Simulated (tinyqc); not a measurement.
Low-temperature mobility of a two-dimensional electron gas with static screening: one step, computed by the program tinyqc.

One subband is filled, the gas is degenerate and scatters at the Fermi circle; one permittivity serves on both sides of the interface. All formulas are in SI units, masses times m_0. Piezoelectric and polar phonons are left out, and n_s is taken as set by a gate, independent of N_i.

Task: Acoustic phonons. Unscreened deformation potential in equipartition: 1/tau = m D_A^2 k_B T I/(rho v_l^2 hbar^3), I = int |psi|^4 dz = 3 b/16 for the Fang-Howard function (used for both wave-function options); mu = e tau/m. Bloch-Grueneisen temperature T_BG = 2 hbar v_l k_F/k_B.

Inputs (values chosen for the exercise, modelled on an InAs channel): in-plane mass m = 0.0295 m_0; mass across the layer m_z = 0.0309 m_0; density rho = 5680 kg/m^3; sound velocity v_l = 4150 m/s; deformation potential D_A = 7.5 eV; temperature T = 20 K.

Wave function: Fang-Howard. Roughness spectrum: exponential.

b = 0.2898106 1/nm

k_F = 0.2628974 1/nm

Constants: e = 1.602176634e-19 C; hbar = 1.054571817e-34 J s; m_0 = 9.1093837015e-31 kg; k_B = 1.380649e-23 J/K.

Give: acoustic mobility; T_BG.

Result:

acoustic mobility = 1.175e+07 cm^2/(V s)

T_BG = 16.67 K

Caution: E_F exceeds 1.1 (hbar^2 e^2 F^2/2 m_z)^(1/3), of the order of the first subband spacing (1.75 times that in a triangular well, less with self-consistent band bending), so a second subband may fill. Caution: T is not well above T_BG, where phonon scattering freezes out faster than equipartition says; the acoustic mobility is a lower bound.
